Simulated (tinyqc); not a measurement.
Frequency dispersion of an accumulation capacitance by border traps, distributed model: effect of the density of border traps.

Traps spread evenly through the insulator exchange electrons with the semiconductor by tunnelling, with tau(x) = t0 exp(2 ka x) at depth x from the interface. The admittance per area Y seen at depth x obeys dY/dx = -Y^2/(i w eps0 eox) + q Nb ln(1 + i w tau)/tau, with Y(0) = i w Cs and w = 2 pi f; the gate sees Y(tox) = G + i w C. Working variable y = Y/(i w), in uF/cm^2. Cox = eps0 eox/tox.

Cox; trap-free value 1/(1/Cox + 1/Cs); response depth d = ln(1/(w t0))/(2 ka), where w tau = 1; lumped estimate: all traps within d act as C_bt = q Nb d placed at d/2, so C = 1/{1/[1/(1/Cs + d/(2 eps0 eox)) + C_bt] + (tox - d/2)/(eps0 eox)}. C and G from a fine integration; dispersion -d C/d log10 f over C, from f times and over 1.1. For a broad spread of time constants G/w is close to -(pi/2) dC/d ln w.

Values chosen for this exercise; permittivity close to that of aluminium oxide:

| symbol | value | unit | meaning |
|---|---|---|---|
| eox | 8.8 |  | relative permittivity of the insulator |
| tox | 4.9 | nm | insulator thickness |
| Cs | 2.8 | uF/cm^2 | semiconductor capacitance in accumulation |
| ka | 5.9 | 1/nm | decay constant of the wave function in the insulator |
| t0 | 2e-11 | s | time constant of a trap at the interface |
| f | 1e6 | Hz | frequency |

Constants: q = 1.602176634e-19 C, eps0 = 8.8541878128e-14 F/cm where lengths are in cm. Results are converted to the units shown.

The same in every row: d (nm) = 0.7612; trap-free C (uF/cm^2) = 1.014.

Effect of the density of border traps:
```
Nb (cm^-3 eV^-1)  C (uF/cm^2)  G/w (uF/cm^2)  dispersion (% a decade)  -(pi/2) dC/d ln w (uF/cm^2)  lumped C (uF/cm^2)
1e18                    1.017       4.742e-4                  0.06832                     4.738e-4               1.016
2e18                    1.019       9.435e-4                   0.1356                     9.427e-4               1.018
6e18                    1.028       0.002773                   0.3950                     0.002771               1.026
1e19                    1.037       0.004529                   0.6395                     0.004526               1.034
3e19                    1.080        0.01232                    1.672                      0.01232               1.071
7e19                    1.153        0.02405                    3.055                      0.02404               1.134
2e20                    1.316        0.04316                    4.791                      0.04303               1.275
4e20                    1.456        0.05212                    5.214                      0.05180               1.396
```

As Nb goes from 1e18 to 4e20, C rises from 1.02 to 1.46 uF/cm^2, the dispersion rises from 0.0683 to 5.21 % a decade and G/w rises from 4.74e-4 to 0.0521 uF/cm^2. The lumped estimate is 0.031 % below C in the first row and 4.1 % below it in the last. The dispersion goes as Nb^(0.99) between the first two rows and Nb^(0.12) between the last two: dense traps near the interface screen those behind them.

Program tinyqc, `OMP_NUM_THREADS=1 python tinyqc.py 2202097 2202098 out.jsonl`; Intel Xeon 2.30GHz, shared host, one thread, about 0.4 s.
